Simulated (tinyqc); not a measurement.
Pariser-Parr-Pople SCF with singles CI, for the molecule c1cncc2cccc-2c1 (SMILES; centres numbered as the heavy atoms are written), step by step. One step of it, computed by the program tinyqc.

Question. Iteration 1: Fock matrix. F_rr = H_rr + P_rr gamma_rr / 2 + sum_(s != r) P_ss gamma_rs; F_rs = H_rs - P_rs gamma_rs / 2; E = tr P (H + F) / 2 + core repulsion sum_(r<s) z_r z_s gamma_rs.

P at the start:
```
            1C         2C         3N         4C         5C         6C         7C         8C
1C    0.985859   0.633895   0.025947  -0.247425  -0.068801   0.188067   0.017010  -0.228029
2C    0.633895   0.869274   0.642106   0.142428  -0.221510   0.016522   0.177460   0.018192
3N    0.025947   0.642106   0.986996   0.666781   0.011198  -0.221019   0.016858   0.180439
4C   -0.247425   0.142428   0.666781   0.855230   0.581110   0.010193  -0.216100  -0.066991
5C   -0.068801  -0.221510   0.011198   0.581110   1.027191   0.597126  -0.074502  -0.232071
6C    0.188067   0.016522  -0.221019   0.010193   0.597126   1.173789   0.655617  -0.201609
7C    0.017010   0.177460   0.016858  -0.216100  -0.074502   0.655617   1.046682   0.656395
8C   -0.228029   0.018192   0.180439  -0.066991  -0.232071  -0.201609   0.656395   1.173829
9C    0.012044  -0.215990  -0.068107   0.173528   0.401666  -0.231293  -0.074462   0.595763
10C   0.665997   0.143835  -0.236231  -0.183979   0.174196  -0.068313  -0.217422   0.010861

            9C        10C
1C    0.012044   0.665997
2C   -0.215990   0.143835
3N   -0.068107  -0.236231
4C    0.173528  -0.183979
5C    0.401666   0.174196
6C   -0.231293  -0.068313
7C   -0.074462  -0.217422
8C    0.595763   0.010861
9C    1.027081   0.585157
10C   0.585157   0.854068
```

core matrix H (eV):
```
             1C          2C          3N          4C          5C          6C          7C          8C
1C   -54.530922   -2.390000    0.000000    0.000000    0.000000    0.000000    0.000000    0.000000
2C    -2.390000  -53.847045   -2.510000    0.000000    0.000000    0.000000    0.000000    0.000000
3N     0.000000   -2.510000  -57.973883   -2.510000    0.000000    0.000000    0.000000    0.000000
4C     0.000000    0.000000   -2.510000  -57.725303   -2.390000    0.000000    0.000000    0.000000
5C     0.000000    0.000000    0.000000   -2.390000  -63.537434   -2.390000    0.000000    0.000000
6C     0.000000    0.000000    0.000000    0.000000   -2.390000  -55.956642   -2.390000    0.000000
7C     0.000000    0.000000    0.000000    0.000000    0.000000   -2.390000  -53.315929   -2.390000
8C     0.000000    0.000000    0.000000    0.000000    0.000000    0.000000   -2.390000  -55.949885
9C     0.000000    0.000000    0.000000    0.000000   -2.390000    0.000000    0.000000   -2.390000
10C   -2.390000    0.000000    0.000000    0.000000    0.000000    0.000000    0.000000    0.000000

             9C         10C
1C     0.000000   -2.390000
2C     0.000000    0.000000
3N     0.000000    0.000000
4C     0.000000    0.000000
5C    -2.390000    0.000000
6C     0.000000    0.000000
7C     0.000000    0.000000
8C    -2.390000    0.000000
9C   -63.515296   -2.390000
10C   -2.390000  -57.580154
```

repulsion gamma_rs (eV):
```
            1C         2C         3N         4C         5C         6C         7C         8C
1C   11.130000   7.555349   5.132487   4.233612   4.233184   3.085711   2.906029   3.592968
2C    7.555349  11.130000   7.730790   5.079327   4.233299   3.049299   2.677056   3.049299
3N    5.132487   7.730790  12.300000   7.728564   5.130585   3.611338   2.915723   3.097324
4C    4.233612   5.079327   7.728564  11.130000   7.552663   5.171533   3.755187   3.732715
5C    4.233184   4.233299   5.130585   7.552663  11.130000   7.554850   5.520570   5.519866
6C    3.085711   3.049299   3.611338   5.171533   7.554850  11.130000   7.552804   5.518526
7C    2.906029   2.677056   2.915723   3.755187   5.520570   7.552804  11.130000   7.552804
8C    3.592968   3.049299   3.097324   3.732715   5.519866   5.518526   7.552804  11.130000
9C    5.078313   4.233299   4.263318   5.078555   7.553862   5.519866   5.520570   7.554850
10C   7.553271   5.079327   4.263755   4.233148   5.078555   3.732715   3.755187   5.171533

            9C        10C
1C    5.078313   7.553271
2C    4.233299   5.079327
3N    4.263318   4.263755
4C    5.078555   4.233148
5C    7.553862   5.078555
6C    5.519866   3.732715
7C    5.520570   3.755187
8C    7.554850   5.171533
9C   11.130000   7.552663
10C   7.552663  11.130000
```

Centres (angstrom, eV; a flat drawing with bonds scaled to 1.40 angstrom):

| centre | x | y | core charge z | W | gamma_rr |
|---|---|---|---|---|---|
| 1C | 1.924000 | -1.261000 | 1 | 11.160000 | 11.130000 |
| 2C | 2.531000 | 0.000000 | 1 | 11.160000 | 11.130000 |
| 3N | 1.924000 | 1.261000 | 1 | 14.100000 | 12.300000 |
| 4C | 0.559000 | 1.573000 | 1 | 11.160000 | 11.130000 |
| 5C | -0.536000 | 0.700000 | 1 | 11.160000 | 11.130000 |
| 6C | -1.867000 | 1.133000 | 1 | 11.160000 | 11.130000 |
| 7C | -2.690000 | 0.000000 | 1 | 11.160000 | 11.130000 |
| 8C | -1.867000 | -1.133000 | 1 | 11.160000 | 11.130000 |
| 9C | -0.536000 | -0.700000 | 1 | 11.160000 | 11.130000 |
| 10C | 0.559000 | -1.573000 | 1 | 11.160000 | 11.130000 |

Give: F; pi energy.

Answer.

F (eV):
```
         1C      2C      3N      4C      5C      6C      7C      8C
1C   -6.894  -4.785  -0.067   0.524   0.146  -0.290  -0.025   0.410
2C   -4.785  -6.592  -4.992  -0.362   0.469  -0.025  -0.238  -0.028
3N   -0.067  -4.992  -9.297  -5.087  -0.029   0.399  -0.025  -0.279
4C    0.524  -0.362  -5.087  -5.777  -4.584  -0.026   0.406   0.125
5C    0.146   0.469  -0.029  -4.584  -5.223  -4.646   0.206   0.641
6C   -0.290  -0.025   0.399  -0.026  -4.646  -4.744  -4.866   0.556
7C   -0.025  -0.238  -0.025   0.406   0.206  -4.866  -3.931  -4.869
8C    0.410  -0.028  -0.279   0.125   0.641   0.556  -4.869  -4.746
9C   -0.031   0.457   0.145  -0.441  -3.907   0.638   0.206  -4.640
10C  -4.905  -0.365   0.504   0.389  -0.442   0.127   0.408  -0.028

         9C     10C
1C   -0.031  -4.905
2C    0.457  -0.365
3N    0.145   0.504
4C   -0.441   0.389
5C   -3.907  -0.442
6C    0.638   0.127
7C    0.206   0.408
8C   -4.640  -0.028
9C   -5.227  -4.600
10C  -4.600  -5.781
```

pi energy = -135.724 eV
